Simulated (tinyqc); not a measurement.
Inside a calculation: dielectric confinement in a thin film (image charges). Values are carried at full precision from step to step, so a last printed digit may differ when a step is redone from the rounded ones.

A film |z| < t/2 of dielectric constant eps between half-spaces of dielectric constant e2; lam = (eps - e2)/(eps + e2), q = e^2/(4 pi eps0). The self-energy of a band edge is taken with the high-frequency value, e2 = eh, and the field of a fixed ion with the static one, e2 = eo. A charge at z has images lam^|n| at n t + (-1)^n z. Its self-energy is S(z) = (q/2 eps) sum over n >= 1 of lam^n [1/(n t - 2z) + 1/(n t + 2z)] for odd n and 2 lam^n/(n t) for even n; at the centre S(0) = -(q/(eps t)) ln(1 - lam).

Constants: e^2/(4 pi eps0) = 14.39964547 eV angstrom; hbar^2/2m0 = 3.80998211 eV angstrom^2; Ry = 13.60569312 eV.

Values chosen for the exercise (near those of a Ge film between layers of Al2O3; shifted at random, so the results belong to these values and not to a real crystal):

| symbol | value | unit | meaning |
|---|---|---|---|
| t | 40 | angstrom | film thickness |
| eps | 16.4 |  | dielectric constant of the film |
| eh | 3 |  | high-frequency dielectric constant outside |
| mz | 0.121 | m0 | mass across the film |
| eo | 9 |  | static dielectric constant outside |
| m | 0.149 | m0 | mass in the plane |

## Images for a charge at the centre

Give lam, the first five terms (q/eps) lam^n/(n t), their sum and the closed form.

lam = 0.6907

terms (meV): 15.16  5.24  2.41  1.25  0.69

sum of five = 24.75 meV
S(0) = 25.76 meV

The surroundings screen less than the film, so the images repel and each band edge moves outwards: the gap changes by about 2 S = +52 meV. The static value 9 would give S(0) = +7.6 meV.

## Self-energy across the film

S at 2z/t = 0, 0.2, 0.4, 0.6, 0.8 and 0.9, summed to n = 399.

Self-energy:

| 2z/t | z (angstrom) | S (meV) |
|---|---|---|
| 0.0 | 0.0 | 25.76 |
| 0.2 | 4.0 | 26.40 |
| 0.4 | 8.0 | 28.70 |
| 0.6 | 12.0 | 34.40 |
| 0.8 | 16.0 | 52.92 |
| 0.9 | 18.0 | 90.66 |

Towards the wall S diverges as (q lam/4 eps)/(distance), an artefact of the abrupt interface that the vanishing envelope makes harmless.

## Shift of the subband edge

First order: <S> over the envelope (2/t) cos^2(pi z/t), beside the confinement energy c (pi/t)^2/mz, c = hbar^2/2m0.

<S> = 29.12 meV
confinement energy = 194.23 meV

|<S>| is 0.15 times the confinement energy; the first goes as 1/t and the second as 1/t^2, so they are equal at t = 267 angstrom.

## Binding of a donor

Donor at the centre, lam from the static eo, trial function cos(pi z/t) exp(-rho/l): E(l) = c/(m l^2) - (q/eps) times the integral over k of F(k t) (1 + (k l/2)^2)^(-3/2), with F(x) = F0 + 2 lam exp(-x) G/(1 - lam exp(-x)), F0 = 2[(1 - exp(-x/2))/x + x (1 + exp(-x/2))/(x^2 + 4 pi^2)], G = 2 sinh(x/2)[1/x - x/(x^2 + 4 pi^2)]; c = hbar^2/2m0. The binding energy is -E at the minimum, counted from the subband edge with its self-energy.

Minimise over l with and without images (lam = 0); Ry* = Ry m/eps^2.

Donor:

| case | l (angstrom) | binding (meV) | in Ry* |
|---|---|---|---|
| no images | 42.7 | 19.5 | 2.59 |
| with images | 39.0 | 31.1 | 4.13 |

Ry* = 7.54 meV

The images change the binding by +11.6 meV, against -2 (q/(eps t)) ln(1 - lam) = +15.1 meV for an orbit much smaller than t. At 300 K the binding is 1.2 kB T.

## Checks

- S(0) from the series against the closed form, meV: both 25.76.
- F(2.3) for lam = 0.6907 from a direct sum over images against the closed form: both 0.8916.

tinyqc: `OMP_NUM_THREADS=1 python tinyqc.py 1281315 1281316 out.jsonl`; about 0.09 s, one thread, shared Intel(R) Xeon(R) Processor @ 2.30GHz.
